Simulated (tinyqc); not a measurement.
Capacitance measurement on a leaky thin oxide: effects of series resistance and leakage: one step of the calculation.

The device is a capacitance C in parallel with a leakage conductance G, in series with Rs and Ls. An impedance meter reports either a parallel pair (Cp, Gp) from Y = 1/Z = Gp + i w Cp or a series pair (Cs, Rm) from Z = Rm + 1/(i w Cs); w = 2 pi f, dissipation D = Gp/(w |Cp|).

Question. True capacitance and conductance. EOT = 3.9 tox/eox; CET = EOT + zc + zp; C = 3.9 eps0 A/CET; G = Jg A/Vs.

Inputs (values chosen for the exercise); values of the order met in thin-oxide MOS capacitors:
- eox = 3.9 (relative permittivity of the gate insulator (close to silicon dioxide))
- tox = 1.8 nm (insulator thickness)
- A = 10000 um^2 (gate area)
- zc = 0.46 nm (oxide-equivalent thickness added by the accumulation layer)
- zp = 0 nm (oxide-equivalent thickness added by gate depletion)
- Jg = 0.00021 A/cm^2 (gate leakage current density, not matched to the thickness)
- Vs = 0.2 V (voltage for an e-fold rise of the leakage)

Constants: eps0 = 8.8541878128e-14 F/cm where lengths are in cm. Results are converted to the units shown.

Find: EOT; CET; C; G.

Answer.

EOT = 1.8000 nm
CET = 2.2600 nm
C = 152.79 pF
G = 0.10500 uS

tinyqc, about 0.01 s, one thread, Intel Xeon 2.30GHz (shared host): `OMP_NUM_THREADS=1 python tinyqc.py 2022141 2022142 out.jsonl`
